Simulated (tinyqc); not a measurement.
## Haynes-Shockley experiment: what a collector records, against the lifetime

A sheet injected at x = 0, t = 0 gives at x = L the signal n(t) = N0 exp(-t/tau - (L - v t)^2/(4 D t))/sqrt(4 pi D t), D = mu Vt, v = mu F. Its peak lies at tp = [-D + sqrt(D^2 + u^2 L^2)]/u^2, u^2 = v^2 + 4 D/tau; dt is the full width at half height. Simple readings: mobility L/(F tp), diffusion coefficient (L dt/tp)^2/(16 ln 2 tp). Area v times the integral of n over N0: (v/u) exp(L (v - u)/(2 D)).

Inputs (values chosen for the exercise):

| symbol | value | unit | meaning |
|---|---|---|---|
| T | 250 | K | temperature |
| mu | 201 | cm^2/(V s) | minority-carrier mobility |
| F | 3.6 | V/cm | sweep field along the drift |
| L | 540 | um | distance from injector to collector |

Constants: q = 1.602176634e-19 C, kB = 1.380649e-23 J/K, Vt = kB T/q. Results are converted to the units shown.

The same in every row: L/v (us) = 74.63.

Haynes-Shockley experiment: what a collector records, against the lifetime:
```
tau (s)	tp (us)	dt (us)	apparent mobility (cm^2/(V s))	apparent D (cm^2/s)	area	exp(-L/(v tau))
9e-6	32.79	25.17	457.5	4.725	0.002441	2.505e-4
2e-5	42.80	38.07	350.5	4.862	0.03592	0.02396
5e-5	53.13	53.48	282.3	5.014	0.2106	0.2248
0.0001	58.77	62.76	255.2	5.101	0.4335	0.4741
0.0003	63.77	71.48	235.2	5.181	0.7449	0.7798
0.0006	65.23	74.14	229.9	5.206	0.8611	0.8830
0.001	65.85	75.27	227.8	5.216	0.9137	0.9281
0.003	66.49	76.44	225.6	5.226	0.9702	0.9754
```

What does the comparison show, and why?

True values: mu = 201 cm^2/(V s), D = 4.33 cm^2/s. The apparent mobility is 2.28 times the true one in the first row and 12 % above it in the last, and the apparent D 9.1 % above and 21 % above D. The peak always comes before L/v, since spreading and decay both weigh down the later part of the signal; the shift is 56 % and 11 % in these rows.

Program tinyqc, `OMP_NUM_THREADS=1 python tinyqc.py 2310129 2310130 out.jsonl`; Intel Xeon 2.30GHz, shared host, one thread, about 0.01 s.
